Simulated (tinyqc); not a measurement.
Programming of a floating-gate cell by Fowler-Nordheim tunnelling: two steps of the calculation.

Per tunnel area the floating gate has Ctun = 3.9 eps0/tox to the channel (0 V) and Ccg to the control gate, Ct = Ctun/(1 - ag), no other coupling. With the threshold shift U = -Q/Ccg the field is F = ag (Vg - U)/tox, and dU/dt = J/Ccg. Fowler-Nordheim: J = A F^2 exp(-B/F), A = q^2/(16 pi^2 hbar mo phi) (times 1e14 for A/cm^2 with F in V/nm, emitter mass m0), B = (4/3) sqrt(mo/C) phi^1.5, C = hbar^2/(2 m0).

Inputs (values chosen for the exercise); oxide values close to those of silicon dioxide:
- phi = 3.15 eV (tunnel barrier)
- mo = 0.4 m0 (tunnelling mass)
- tox = 6.9 nm (tunnel oxide thickness)
- ag = 0.71 (coupling ratio Ccg/Ct)
- ar = 9200 nm^2 (tunnel area)
- Vt0 = -1.4 V (threshold shift at the start)
- Vg = 9.9 V (control-gate voltage)
- dt = 1.9 us (time step)
- n = 9 (steps)

Constants: q = 1.602176634e-19 C, hbar = 1.054571817e-34 J s, m0 = 9.1093837015e-31 kg, eps0 = 8.8541878128e-14 F/cm where lengths are in cm, hbar^2/(2 m0) = 0.0380998212 eV nm^2. Results are converted to the units shown.

Problem 1. Constants of the cell. A, B, Ccg = ag Ct, the starting field and current, K = A B ag/(Ccg tox), and the knee time t0 = exp(B/F(0))/K.

Wanted: A; B; Ccg; F(0); J(0); K; t0; electrons for 1 V of shift.

Solution 1.

A = 1.2234e8 A cm^-2 (V/nm)^-2
B = 24.153 V/nm
Ccg = 1.2252 uF/cm^2
F(0) = 1.1628 V/nm
J(0) = 0.15748 A/cm^2
K = 2.4815e14 1/s
t0 = 4.2325 us
electrons for 1 V of shift = 703.56

Problem 2. Explicit time steps against the exact solution. U(new) = U + dt J(F(U))/Ccg. Exact: exp(B/F(t)) = exp(B/F(0)) + K t, K = A B ag/(Ccg tox), and U = Vg - tox F/ag.

Find: t; F; J; U by steps; U exact.

Solution 2.

| step | t (us) | F (V/nm) | J (A/cm^2) | U by steps (V) | U exact (V) |
|---|---|---|---|---|---|
| 0 | 0 | 1.1628 | 0.15748 | -1.4000 | -1.4000 |
| 1 | 1.9000 | 1.1376 | 0.095275 | -1.1558 | -1.2018 |
| 2 | 3.8000 | 1.1224 | 0.069567 | -1.0081 | -1.0619 |
| 3 | 5.7000 | 1.1113 | 0.055008 | -0.9002 | -0.9543 |
| 4 | 7.6000 | 1.1025 | 0.045540 | -0.8149 | -0.8671 |
| 5 | 9.5000 | 1.0953 | 0.038863 | -0.7443 | -0.7941 |
| 6 | 11.400 | 1.0891 | 0.033890 | -0.6840 | -0.7313 |
| 7 | 13.300 | 1.0837 | 0.030039 | -0.6314 | -0.6764 |
| 8 | 15.200 | 1.0789 | 0.026967 | -0.5849 | -0.6276 |
| 9 | 17.100 | 1.0746 | 0.024458 | -0.5430 | -0.5837 |

Range of the model: Programming fields of 10 MV/cm and more wear the oxide; trapping and the channel potential are ignored.

Numbers from tinyqc (`OMP_NUM_THREADS=1 python tinyqc.py 2130032 2130033 out.jsonl`; about 0.01 s on one thread of a shared Intel Xeon 2.30GHz).
